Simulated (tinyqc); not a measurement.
## Thermal resistances of a two-die stack

Question. Heat leaves through the lower die only, and the system is linear. Find the resistance R1 from the lower die to the coolant, R2 between the dies, and the rise of the upper die when both are powered.

Values chosen for this exercise: power of the lower die P1 = 22 W; power of the upper die P2 = 16 W.

rises of the lower and upper die with only the lower one powered (K): 9.9  9.9
rises of the lower and upper die with only the upper one powered (K): 7.2  11.04

Solution. With only the lower die powered no heat crosses R2, so both dies rise by P1 R1; the difference in the second test is P2 R2; rises add.

R1 = 0.4500 K/W
R2 = 0.2400 K/W
rise of the upper die = 20.94 K

Program tinyqc, `OMP_NUM_THREADS=1 python tinyqc.py 2162136 2162137 out.jsonl`; Intel Xeon 2.30GHz, shared host, one thread, about 0.03 s.
